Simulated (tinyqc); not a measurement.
Four-point probe, van der Pauw, Hall and spreading-resistance readings of a semiconductor layer: one step, computed by the program tinyqc. Command: `OMP_NUM_THREADS=1 python tinyqc.py 3111641 3111642 out.jsonl probe walk`. One thread of a shared host (Intel(R) Xeon(R) Processor @ 2.30GHz), about 0.01 s of CPU time with the checks.

The layer is uniform and ohmic; contacts are points unless a radius is given.

Task: Four-point voltage. Collinear probes with equal spacing on a layer with insulating backing: images at depth 2 m t give V = (rho I/(2 pi s)) G, G = 1 + 4 sum_(m>=1) [1/sqrt(1 + (2 m u)^2) - 1/sqrt(4 + (2 m u)^2)], u = t/s; the sum runs to m = 20000, with the tail 3/(32 u^3 M^2) added to the sum for M = 20000. Limits: thick, rho = 2 pi s V/I; thin on an insulator, rho = (pi/ln 2) t V/I.

Inputs (values chosen for the exercise, modelled on p-type silicon): layer thickness t = 2800 micrometre; probe spacing s = 1 mm; current I = 0.05 mA.

Backing of the layer: insulating.

resistivity rho = 1.529782 ohm cm

Give: t/s; G; voltage V; rho by the thick formula; rho by the thin formula.

Result:

t/s = 2.8

G = 1.0372

voltage V = 0.12627 mV

rho by the thick formula = 1.5868 ohm cm

rho by the thin formula = 3.2049 ohm cm

The thick formula is off by +3.7 % and the thin one by +109.5 %.
